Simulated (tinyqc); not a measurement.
Worked calculation: tunnelling through a thin dielectric with one trap, as a tight-binding chain. Values are carried at full precision from step to step, so a last printed digit may differ when a step is redone from the rounded ones.

Hopping -t everywhere, t = c/(m a^2), c = hbar^2/2m0; lead sites at 2t (band bottom 0), barrier sites 1 to N at 2t + phi, and site j has U besides. No voltage. Leads give S = -t exp(ika) on sites 1 and N, cos(ka) = 1 - E/(2t). T = (2 t sin(ka))^2 |G_1N|^2, G = (E - H - S)^-1. In the barrier cosh(q a) = 1 + (phi - E)/(2t).

Constants: hbar^2/2m0 = 3.80998211 eV angstrom^2; hbar = 6.58211957e-16 eV s.

Inputs chosen for the exercise (barrier and mass of the size used for SiO2 on silicon; not measured data): a = 3 angstrom (site spacing); m = 0.4 m0 (mass, the same in leads and barrier); phi = 3.06 eV (conduction edge of the barrier above that of the leads); U = -2.9 eV (extra energy on the trap site); E = 1.95 eV (electron energy); N = 7 (barrier sites); j = 3 (site of the trap).

## Scales

Form t, ka, q a, and the level of the trap in an endless barrier, Eb = phi + 2t - sqrt(4 t^2 + U^2).

t = 1.0583 eV
ka = 1.49198 rad
q a = 0.98395
Eb = 1.5864 eV

## The matrix E - H - S

Fill it in.

E - H - S (eV):
```
                 1        2        3        4        5        6
1  -3.1433+1.0550i   1.0583   0.0000   0.0000   0.0000   0.0000
2           1.0583  -3.2267   1.0583   0.0000   0.0000   0.0000
3           0.0000   1.0583  -0.3267   1.0583   0.0000   0.0000
4           0.0000   0.0000   1.0583  -3.2267   1.0583   0.0000
5           0.0000   0.0000   0.0000   1.0583  -3.2267   1.0583
6           0.0000   0.0000   0.0000   0.0000   1.0583  -3.2267
7           0.0000   0.0000   0.0000   0.0000   0.0000   1.0583

                 7
1           0.0000
2           0.0000
3           0.0000
4           0.0000
5           0.0000
6           1.0583
7  -3.1433+1.0550i
```

## Transmission

Invert the matrix; T = (2 t sin(ka))^2 |G_1N|^2.

first row of G (1/eV): -0.2901-0.09921i  -0.01572-0.005433i  0.2422+0.08264i  0.09048+0.03094i  0.03364+0.01169i  0.01207+0.004704i  0.003176+0.002650i

T = 7.617e-05

Without the trap T is 2.62e-06: the trap changes it by a factor 29.1 at this energy.

## The resonance

Resonance: the lowest eigenvalue of H + S(E), iterated until its real part equals E (40 rounds from Eb = phi + 2t - sqrt(4t^2 + U^2), the level in an endless barrier). With v the normalised squared amplitudes of that state, Gamma_L = 2 t sin(ka) v_1, Gamma_R = 2 t sin(ka) v_N; Breit-Wigner T = Gamma_L Gamma_R/((E - Er)^2 + (Gamma_L + Gamma_R)^2/4).

Find Er, the two widths, the peak height 4 Gamma_L Gamma_R/(Gamma_L + Gamma_R)^2 and the escape time hbar/(Gamma_L + Gamma_R).

Er = 1.5898 eV

widths (meV): left 16.05, right 0.1819

peak height = 0.04432
escape time = 40.5 fs

squared amplitudes: 0.0078  0.0844  0.8110  0.0864  0.0092  0.0010  0.0001

The nearby leads move the level 3.4 meV above its value in an endless barrier. The trap is closer to the left lead, which takes 98.9 % of the escapes.

## Checks

- T at Er from the chain against the Breit-Wigner peak: both 0.0443.
- T without trap against the closed form for a lattice barrier: both 2.621e-06.

(tinyqc, `OMP_NUM_THREADS=1 python tinyqc.py 1452336 1452337 out.jsonl`, Intel(R) Xeon(R) Processor @ 2.30GHz, 1 thread, shared host, about 0.08 s.)
